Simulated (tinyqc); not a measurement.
Capacitances against the distance to each plane.

Endless row of lines of width wl, height tl and space sl between grounded planes at distance hd; e2 fills the gaps beside the lines, e1 the rest. Laplace's equation is solved on meshes of 3, 6 and 12 steps per unit u and extrapolated (Aitken), which is good to about 0.2 %. C_even (all lines at 1 V) is the capacitance Cg to the planes; C_odd (neighbours in antiphase) = Cg + 4 Cc if only nearest neighbours couple, which defines Cc; total with quiet neighbours Cg + 2 Cc. Plate values 2 eps0 e1 wl/hd and eps0 e2 tl/sl.

Values chosen for this exercise:

| symbol | value | unit | meaning |
|---|---|---|---|
| e1 | 3 |  | relative permittivity above and below the lines |
| e2 | 3.9 |  | relative permittivity between the lines |
| wl | 6 | u | line width, in units u |
| tl | 12 | u | line height |
| sl | 8 | u | space between lines |

Constants: eps0 = 8.8541878128e-12 F/m. Results are converted to the units shown.

The same in every row: plate Cc (aF/um) = 51.8.

Result of one run:

| Cg (aF/um) | Cc (aF/um) | Cg + 2 Cc (aF/um) | C_odd (aF/um) | plate Cg (aF/um) | share of coupling, 2 Cc/(Cg + 2 Cc) (%) |
|---|---|---|---|---|---|
| 112 | 52.9 | 217 | 323 | 53.1 | 48.6 |

Which distance to each plane hd gave this result: 2, 3, 5 or 6 u?

hd = 6 u.

The whole series:

| hd (u) | Cg (aF/um) | Cc (aF/um) | Cg + 2 Cc (aF/um) | C_odd (aF/um) | plate Cg (aF/um) | share of coupling, 2 Cc/(Cg + 2 Cc) (%) |
|---|---|---|---|---|---|---|
| 2 | 286 | 37.8 | 362 | 438 | 159 | 20.9 |
| 3 | 205 | 42.8 | 290 | 376 | 106 | 29.5 |
| 4 | 160 | 46.8 | 254 | 347 | 79.7 | 36.9 |
| 5 | 132 | 50.1 | 232 | 332 | 63.8 | 43.2 |
| 6 | 112 | 52.9 | 217 | 323 | 53.1 | 48.6 |
| 8 | 85.9 | 57.2 | 200 | 315 | 39.8 | 57.1 |
| 10 | 69.8 | 60.4 | 191 | 311 | 31.9 | 63.4 |

As hd goes from 2 to 10, Cg falls from 286 to 69.8 aF/um, Cc rises from 37.8 to 60.4 aF/um and the share of coupling rises from 20.9 to 63.4 %. Cg is 1.80 times its plate value in the first row and 2.19 times in the last; for Cc the ratios are 0.729 and 1.17. Neighbours in antiphase raise the load by a factor of 1.21 and 1.63 over quiet ones.

Program tinyqc, `OMP_NUM_THREADS=1 python tinyqc.py 2790138 2790139 out.jsonl`; Intel Xeon 2.30GHz, shared host, one thread, about 1 s.
